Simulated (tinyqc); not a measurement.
From results back to parameters: optical gain and spontaneous emission in a bulk direct-gap semiconductor. Three cases, with inputs chosen for the exercise.

Problem. The gain spectrum crosses zero at E0 = Eg + Fc + Fv; n = p is hidden.

F_j(eta) = (1/Gamma(j + 1)) integral_0^infinity x^j dx/(1 + exp(x - eta)), which tends to exp(eta) for eta << 0.

Quasi-Fermi levels: n = Nc F_1/2(Fc/kT) and p = Nv F_1/2(Fv/kT), Fc counted up from the conduction edge and Fv down from the valence edge; Nc, Nv from N = 2 (m kB T/(4 pi c))^(3/2) with c = hbar^2/2m0, in 1/angstrom^3; times 1e24 for 1/cm^3, with me and (mhh^(3/2) + mlh^(3/2))^(2/3).

Constants: hbar^2/2m0 = 3.80998211 eV angstrom^2; kB = 8.617333262e-05 eV/K.

Case 1.

Values chosen (near those of GaAs; the results hold for these values, not for the real material): Eg = 1.399 eV (direct gap); me = 0.0667 m0 (electron mass); mhh = 0.521 m0 (heavy-hole mass); mlh = 0.0856 m0 (light-hole mass); T = 350 K.

E0 = 1.43554 eV

Case 2.

Values chosen (near those of InP; the results hold for these values, not for the real material): Eg = 1.331 eV (direct gap); me = 0.082 m0 (electron mass); mhh = 0.595 m0 (heavy-hole mass); mlh = 0.0854 m0 (light-hole mass); T = 200 K.

E0 = 1.34716 eV

Case 3.

Values chosen (near those of InP; the results hold for these values, not for the real material): Eg = 1.38 eV (direct gap); me = 0.0787 m0 (electron mass); mhh = 0.616 m0 (heavy-hole mass); mlh = 0.0903 m0 (light-hole mass); T = 400 K.

E0 = 1.43762 eV

Find: Fc; Fv; n.

Solution. Fc + Fv rises steadily with n, so one n gives E0 - Eg; solve by bisection on ln n.

Case 1.

Fc = 0.086 eV
Fv = -0.050 eV
n = 2.3e+18 1/cm^3

Case 2.

Fc = 0.044 eV
Fv = -0.028 eV
n = 1.2e+18 1/cm^3

Case 3.

Fc = 0.109 eV
Fv = -0.052 eV
n = 4.1e+18 1/cm^3

Computed by tinyqc, one run a case: `OMP_NUM_THREADS=1 python tinyqc.py N N+1 out.jsonl` with N = 1651276, 1651338, 1651378; one thread of a shared Intel(R) Xeon(R) Processor @ 2.30GHz, about 0.08 s a run at most.
